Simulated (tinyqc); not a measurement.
Rigid-ion and shell models of the dielectric response of an ionic crystal: one step, computed by the program tinyqc.

Charges +Z and -Z; 6 nearest neighbours, Madelung constant M = 1.747565, volume per ion pair Omega = 2.000000 d^3. Energy per pair U = -M Z^2 e2/d + 6 A exp(-d/rho), e2 = e^2/(4 pi eps_0). In the shell model the anion is a core of charge Y - Z and a massless shell of charge -Y, joined by the spring k; the repulsion acts on the shell. Each ion feels the Lorentz field E + (4 pi/3) P (Gaussian units).

Question. Shell model: electronic response. Eliminating the shell gives the anion polarisability alpha_- = Y^2 e2/(k + R), the Szigeti charge Z_S = Z - Y R/(k + R) and the softened spring R' = k R/(k + R). With b = 4 pi (alpha_+ + alpha_-)/(3 Omega): eps_inf = (1 + 2b)/(1 - b) (Clausius-Mossotti); Born charge Z* = Z_S (eps_inf + 2)/3.

Inputs (values chosen for the exercise, for a model crystal):
```
quantity                       value           unit
ionic charge Z                     1              e
shell charge size Y              3.1              e
core-shell spring k             38.7  eV/angstrom^2
cation polarisability alpha_+      1     angstrom^3
```

Structure: rock salt.

repulsive spring R = 1.575546 eV/angstrom^2

volume Omega = 60.16046 angstrom^3

Constants: e^2/(4 pi eps_0) = 14.39964548 eV angstrom.

Give: anion polarisability alpha_-; Szigeti charge Z_S; softened spring R'; b; eps_inf; Born charge Z*.

Answer.

anion polarisability alpha_- = 3.436 angstrom^3

Szigeti charge Z_S = 0.8787 e

softened spring R' = 1.514 eV/angstrom^2

b = 0.3089

eps_inf = 2.341

Born charge Z* = 1.271 e

Overlap pushes the shell back and lowers the effective charge to 88 % of Z; the local field then raises the Born charge to 127 % of Z.
